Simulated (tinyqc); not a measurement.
Strength of the attraction: Bethe-Salpeter matrix of a two-band square lattice (Tamm-Dancoff form).

One valence and one conduction band, lattice period 1, mesh k = 2 pi j/N along each axis (first index slowest). Pair energies D(k) = Eg + 2 t sum(1 - cos k), t = tc + tv. Screened attraction W(R) = U at R = 0 and V/|R| otherwise, R over the N x N cells with the nearest image; W(q) = sum_R W(R) cos(q R). H(k, k') = D(k) delta - W(k - k')/Nk + 2 J/Nk for singlets (J = 0 for triplets), Nk the number of k points. With a constant transition dipole the strength of a state is f = (sum_k A_k)^2/Nk, and the f sum to 1.

Parameters, chosen for this exercise: Eg = 5.9 eV (quasiparticle gap); tc = 0.11 eV (conduction hopping); tv = 0.17 eV (valence hopping); U = 1.95 eV (attraction in the same cell); V = 0.8 eV (attraction at one cell distance); fs = (0.1, 0.25, 0.5, 1, 1.5, 2, 3) (scale factors of U and V).

Triplets, N = 24; U and V scaled together, as weaker screening would do. f is the weight at R = 0.

Results:
```
scale    U/t  binding (eV)      f  Eg - second level (eV)
0.10    0.70        0.0197  0.030                 -0.0002
0.25    1.74        0.1018  0.155                  0.0182
1.0     6.96        1.1001  0.783                  0.2606
1.5    10.45        1.9866  0.898                  0.5606
2.0    13.93        2.9163  0.941                  0.8947
3.0    20.89        4.8209  0.974                  1.6056
```

Give the missing row, scale = 0.50.

Computed row:
```
scale   U/t  binding (eV)      f  Eg - second level (eV)
0.50   3.48        0.3491  0.432                  0.0643
```

The binding grows with exponent 1.79 between scales 0.1 and 0.25 and 1.24 over the last two rows (about 2 for a wide, hydrogen-like pair, 1 for a pair held in one cell). f rises from 0.030 to 0.974. On this mesh a second level lies below the gap from scale 0.25 on; in an infinite lattice the tail V/|R| binds a whole series at any scale. 

Computed by tinyqc, a small Python program: `OMP_NUM_THREADS=1 python tinyqc.py 1280211 1280212 out.jsonl` (the numbers bound the seed that draws the inputs); one thread of a shared host (Intel(R) Xeon(R) Processor @ 2.30GHz), about 0.7 s for the whole set of steps.
